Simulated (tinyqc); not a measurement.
MOSFET with velocity saturation and source resistance: output curve without source resistance.

Strong inversion, charge Q = Cox (Vg - m V) at channel potential V with Vg the gate overdrive, and drift velocity v = mu E/(1 + mu E/vsat). Integrating along the channel gives I = mu Cox (1/L)(Vg Vd - m Vd^2/2)/(1 + Vd/Vc) per width, Vc = vsat L/mu, which peaks at Vdsat. Units: I in uA/um, Rs in ohm um, so the drop over Rs is 1e-6 I Rs volts.

Vg = Vgs - VT (0 if negative), mu = mu0/(1 + th Vg), Vc = vsat L/mu, x = sqrt(1 + 2 Vg/(m Vc)), Vdsat = 2 Vg/(m (1 + x)), Isat = Cox vsat Vg (x - 1)/(x + 1) per width. Below Vdsat the formula of the introduction holds, beyond it I = Isat; constant velocity-field slope (Vc infinite) gives the second column, with saturation at Vg/m.

Parameters, values chosen for the exercise:
- Cox = 1.04 uF/cm^2 (gate capacitance)
- mu0 = 560 cm^2/(V s) (mobility at low gate voltage)
- th = 0.4 1/V (mobility degradation)
- vsat = 1.1e7 cm/s (saturation velocity)
- m = 1.05 (body factor)
- VT = 0.36 V (threshold)
- L = 0.07 um (channel length)
- Vgs = 2.5 V (gate voltage)

Output curve without source resistance:
```
Vd (V)	I without velocity saturation (uA/um)	I (uA/um)
0.2	1824	1023
0.45	3840	1390
0.7	5562	1486
0.95	6989	1492
1.2	8123	1492
1.45	8962	1492
1.7	9507	1492
1.95	9758	1492
2.2	9776	1492
```

Velocity saturation lowers the current by 44 % in the first row and 85 % in the last, and moves saturation from Vg/m = 2.04 V to 0.796 V. In every row the channel is so short that velocity overshoot and near-ballistic transport, left out here, matter.

Numbers from tinyqc (`OMP_NUM_THREADS=1 python tinyqc.py 2500004 2500005 out.jsonl`; about 0.01 s on one thread of a shared Intel Xeon 2.30GHz).
